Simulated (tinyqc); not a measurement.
Bottom-up copper filling of a trench by curvature-enhanced accelerator coverage: one step, computed by the program tinyqc. Command: `OMP_NUM_THREADS=1 python tinyqc.py 3004748 3004749 out.jsonl superfill walk`. One thread of a shared host (Intel(R) Xeon(R) Processor @ 2.30GHz), about 0.05 s of CPU time with the checks.

A rectangular trench keeps vertical walls and a flat floor. An accelerator floats on the surface; where area is lost in the corners it is passed on to the floor.

Question. Velocities. Kinetic current i_k = [i_0 (1 - theta) + i_1 theta] exp(alpha eta/(k_B T)), limit i_L = 2 F D C/delta, i = 1/(1/i_k + 1/i_L); velocity v = i Omega/(2F), Omega = 7.11 cm^3/mol, F = e N_A. Depletion inside the trench is ignored.

Inputs (values chosen for the exercise, close to those used for damascene copper plating): exchange current of the suppressed surface i_0 = 0.012 mA/cm^2; exchange current of the accelerated surface i_1 = 1.4 mA/cm^2; transfer coefficient alpha = 0.52; overpotential eta = 0.091 V; starting coverage theta_0 = 0.0059; cupric ion concentration C = 0.66 mol/l; diffusivity D = 4e-06 cm^2/s; boundary layer delta = 39 um; temperature T = 298 K.

Constants: e = 1.602176634e-19 C; N_A = 6.02214076e+23 1/mol; k_B = 8.617333262e-05 eV/K.

Give: limiting current i_L; velocity at theta = 0; velocity at theta_0; velocity at theta = 1; ratio v(1)/v(theta_0).

Answer.

limiting current i_L = 130.63 mA/cm^2

velocity at theta = 0 = 0.027899 nm/s

velocity at theta_0 = 0.046919 nm/s

velocity at theta = 1 = 3.0503 nm/s

ratio v(1)/v(theta_0) = 65.013
